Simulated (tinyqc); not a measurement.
Gaps against pressure: band gaps under pressure and temperature from deformation potentials.

Murnaghan: V/V0 = (1 + Bp P/B0)^(-1/Bp), B0 = (C11 + 2 C12)/3. Each gap moves by a ln(V/V0) with its volume potential a, and falls with temperature by aV T^2/(T + bV) (Varshni); the two effects are added. No change of phase is considered.

Values chosen for the exercise (near those of GaAs, the X and L potentials typical of such crystals; not measured data): Eg = 1.504 eV (gap at Gamma to the s-like level at 0 K, 0 GPa); EgX = 2.015 eV (gap to X at 0 K, 0 GPa); EgL = 1.849 eV (gap to L at 0 K, 0 GPa); C11 = 124.5 GPa; C12 = 57.2 GPa; Bp = 4.23 (pressure derivative of the bulk modulus); aG = -8.42 eV (volume potential of the Gamma gap); aX = 1.45 eV (volume potential of the X gap); aL = -3.17 eV (volume potential of the L gap); aV = (0.551, 0.468, 0.585) meV/K (Varshni alpha of Gamma, X, L); bV = (215, 209, 209) K (Varshni beta of Gamma, X, L); T = 200 K (temperature).

The last column is the linear form E0 + c1 P for Gamma, c1 = -aG/B0.

Gaps (eV):

| P (GPa) | ln(V/V0) | Gamma | X | L | lowest | Gamma, linear |
|---|---|---|---|---|---|---|
| 0.00 | 0.0000 | 1.451 | 1.969 | 1.792 | Gamma | 1.451 |
| 0.75 | -0.0092 | 1.529 | 1.956 | 1.821 | Gamma | 1.530 |
| 1.50 | -0.0181 | 1.603 | 1.943 | 1.849 | Gamma | 1.609 |
| 2.25 | -0.0267 | 1.676 | 1.931 | 1.876 | Gamma | 1.689 |
| 3.00 | -0.0350 | 1.745 | 1.919 | 1.903 | Gamma | 1.768 |
| 3.75 | -0.0429 | 1.812 | 1.907 | 1.928 | Gamma | 1.847 |
| 4.50 | -0.0507 | 1.878 | 1.896 | 1.952 | Gamma | 1.927 |
| 5.25 | -0.0582 | 1.941 | 1.885 | 1.976 | X | 2.006 |
| 6.00 | -0.0654 | 2.002 | 1.874 | 1.999 | X | 2.085 |

How do the results move, and what explains it?

Over 6 GPa Gamma moves by +0.551, L by +0.207 and X by -0.095 eV. The lowest valley changes: Gamma to X between 4.50 and 5.25 GPa, and the fundamental gap peaks at 1.885 eV on these points. The linear form overshoots by 84 meV at the end, because the crystal stiffens; the gap is linear in ln V, not in P.

(tinyqc, `OMP_NUM_THREADS=1 python tinyqc.py 1080477 1080478 out.jsonl`, Intel(R) Xeon(R) Processor @ 2.30GHz, 1 thread, shared host, about 0.01 s.)
